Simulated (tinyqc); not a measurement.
Composition of the buffer: band edges of strained Si(1-x)Ge(x) on relaxed Si(1-y)Ge(y).

Values are linear in the Ge fraction but for ED(x) = linear - CD x (1 - x) and a(x) = linear - Ca x (1 - x). Energies are on the common scale of Ev.

Coherent growth on a (001) face: e_par = (a(y) - a(x))/a(x), e_perp = -2 (C12/C11) e_par; exx = eyy = e_par, ezz = e_perp, no shear.

A valley with unit axis u lies at Ev + gap + (av + a_valley) tr(e) + Xu (u.e.u - tr(e)/3); the Delta axes are x, y, z and the L axes [111], [1-1-1], [-11-1], [-1-11]. The second-order shift of the Delta valleys under shear is left out; it lowers the pair normal to the sheared plane by tens of meV at a shear of 1 %.

Valence edges: Ev plus the levels of the 6 x 6 matrix of X, Y, Z times spin with -Dso/3 + l exx + m (eyy + ezz) on the diagonal (cyclic), n exy off it, l = av + 2 b, m = av - b, n = sqrt(3) d. Spin-orbit term (Dso/3) L.sigma on X, Y, Z with (L_k)_ij = -i epsilon_kij: <X+|H|Y+> = -i Dso/3, <X+|H|Z-> = Dso/3, <Y+|H|Z-> = -i Dso/3, <Z+|H|X-> = -Dso/3, <Z+|H|Y-> = i Dso/3, <X-|H|Y-> = i Dso/3, and their conjugates; + and - are the spin along z.

Inputs chosen for the exercise (end members near Si and Ge, in this order; not measured data): a = (5.438, 5.666) angstrom (lattice constant); Dso = (0.044, 0.289) eV (spin-orbit splitting); av = (2.48, 1.25) eV (valence hydrostatic potential); b = (-2.1, -2.53) eV (tetragonal shear potential); d = (-4.76, -5.29) eV (trigonal shear potential); C11 = (167, 129.1) GPa; C12 = (63.3, 47.8) GPa; C44 = (79, 65.8) GPa; Ev = (0, 0.7) eV (top of the unstrained valence band); ED = (1.134, 0.925) eV (gap to the Delta valleys); EL = (2.039, 0.737) eV (gap to the L valleys); aD = (1.58, 1.32) eV (hydrostatic potential of the Delta gap); aL = (-3.35, -2.88) eV (hydrostatic potential of the L gap); XuD = (8.96, 9.61) eV (uniaxial potential, Delta); XuL = (16.17, 15.23) eV (uniaxial potential, L); CD = 0.236 eV (bowing of the Delta gap); Ca = 0 angstrom (bowing of the lattice constant); face = 001 (growth face); x = 0.27 (Ge fraction of the layer).

The layer is kept. dEc = Ec(buffer) - Ec(layer), dEv = Ev(layer) - Ev(buffer); buffer edges Ev(y) and Ev(y) + min(ED, EL). The digit behind Delta or L counts whole valleys.

Results:
```
y     e_par (%)  lowest valleys  gap (eV)  next valleys above (meV)  valence splitting (meV)  dEc (eV)  dEv (eV)
0.00      -1.12          Delta4     0.907                       179                       50     0.025     0.203
0.12      -0.62          Delta4     0.962                       100                       36     0.010     0.113
0.23      -0.17          Delta4     1.013                        27                       12     0.001     0.030
0.35       0.33          Delta2     0.986                        53                       28     0.052    -0.032
0.47       0.83          Delta2     0.912                       133                       78     0.137    -0.072
0.59       1.33          Delta2     0.835                       213                      131     0.228    -0.109
0.70       1.78          Delta2     0.762                       286                      182     0.317    -0.141
0.82       2.28          Delta2     0.681                       365                      238     0.421    -0.175
```

The gap is 0.907 eV in the first row and 0.681 eV in the last, with its largest listed value, 1.013 eV, at y = 0.23: it peaks near the match y = x, since strain of either sign narrows it. The lowest valleys change: Delta4 to Delta2 between y = 0.23 and 0.35. Per 0.1 of y the valence offset moves by -46 meV on average; the conduction offset lies between +1 and +421 meV, not monotonically. Both carriers sit on one side for y = 0.00, 0.12 and 0.23, and on opposite sides elsewhere. Offsets below about 30 meV are within the spread of parameter sets, so those rows do not settle the type. Strains above 2 % can be kept only in layers of a few nanometres.

(tinyqc, `OMP_NUM_THREADS=1 python tinyqc.py 1051110 1051111 out.jsonl`, Intel(R) Xeon(R) Processor @ 2.30GHz, 1 thread, shared host, about 0.03 s.)
